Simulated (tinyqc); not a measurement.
Quantum against classical capture: non-radiative capture by multiphonon emission, one effective mode. Computed by tinyqc, a small Python program. Command: `OMP_NUM_THREADS=1 python tinyqc.py 3021140 3021141 out.jsonl capture walk`. One thread of a shared host (Intel(R) Xeon(R) Processor @ 2.30GHz), about 0.01 s of CPU time with the checks.

The initial state (free carrier plus empty centre) lies dE above the final state; both have the same frequency and are displaced by dQ.

Inputs (values chosen for the exercise, with mass, screening and phonons like those of beta-Ga2O3):
```
quantity                    value                   unit
energy released dE          0.208                     eV
phonon energy hbar omega       35                    meV
Huang-Rhys factor S          3.46                      -
electron-phonon coupling W  0.046  eV/(u^(1/2) angstrom)
cell volume V                2460             angstrom^3
degeneracy g                    1                      -
broadening b                   18                    meV
carrier mass m               2.92                    m_0
dielectric constant eps      10.3                      -
temperature T                 120                      K
```

Centre: repulsive.

Constants: hbar^2/u = 4.18015928e-03 eV angstrom^2; k_B = 8.617333262e-05 eV/K; hbar = 6.582119569e-16 eV s; Ry = 13.605693123 eV.

Method:
- dQ = sqrt(2 S (hbar^2/u)/hbar omega); relaxation energy lambda = S hbar omega; phonons needed P = dE/hbar omega; classical barrier E_b = (dE - lambda)^2/(4 lambda); occupation n = 1/(exp(hbar omega/k_B T) - 1).
- M_p = sum_m w_m <m_i|Q|(m + p)_f>^2 with Q counted from the final minimum and Boltzmann weights w_m for m = 0..24; <m_i|Q|k_f> = sqrt((hbar^2/u)/(2 hbar omega)) [sqrt(k) <m|k-1> + sqrt(k+1) <m|k+1>], with overlaps of oscillators displaced by d = sqrt(2 S) summed on 1500 points from -16 to 16 + d.
- The delta function is a Gaussian of standard deviation b at dE - p hbar omega.
- C_0 = V (2 pi/hbar) g W^2 sum_p M_p Gaussian_p. Here the sum runs over all p.
- Classical (Marcus) form: replace the sum by Q_c^2 exp(-E_b/k_B T)/sqrt(4 pi lambda k_B T), Q_c = dQ (dE + lambda)/(2 lambda).
- Sommerfeld factor of a repulsive centre: s(k) = 2 pi nu/(exp(2 pi nu) - 1), nu = sqrt(Ry*/E), Ry* = Ry m/eps^2, averaged over (2/sqrt(pi)) sqrt(x) exp(-x) dx with x = E/k_B T = t^2 (trapezoid, t to 6 in steps of 0.01).
- The last column is -k_B d ln C_0/d(1/T) from this row and the one above.

dQ = 0.909108 u^(1/2) angstrom

lambda = 0.1211 eV

classical barrier E_b = 0.0155896 eV

Against temperature:
```
T (K)  C_0, quantum (cm^3/s)  C_0, classical (cm^3/s)  Sommerfeld factor  activation energy (eV)
32                1.6901e-07               4.1031e-09         2.4528e-12                       -
61                1.6916e-07               4.3679e-08         9.6321e-10              5.1416e-06
100               1.7101e-07               1.0846e-07         3.9966e-08              1.4643e-04
160               1.7779e-07               1.6898e-07         7.7936e-07              8.9442e-04
240               1.8749e-07               2.0113e-07         6.8812e-06              2.1958e-03
370               1.9526e-07               2.1110e-07         5.0121e-05              2.3909e-03
570               1.9260e-07               2.0191e-07         2.6861e-04             -1.2479e-03
890               1.7768e-07               1.8112e-07         1.1534e-03             -1.1009e-02
```

At 32.0 K the quantum value is 41 times the classical one: C_0 comes from tunnelling out of the lowest level and hardly depends on T. At 890 K the ratio is 0.98. The largest apparent activation energy is 0.002 eV against the classical barrier of 0.016 eV; a barrier below one phonon energy gives no activated range. The measured coefficient is C = s C_0, and s changes by a factor 4.7e8 over these rows, so C changes by 4.9e8 where C_0 changes by 1.1.

Extremes, crossings and ranges named in words are read from the listed rows.
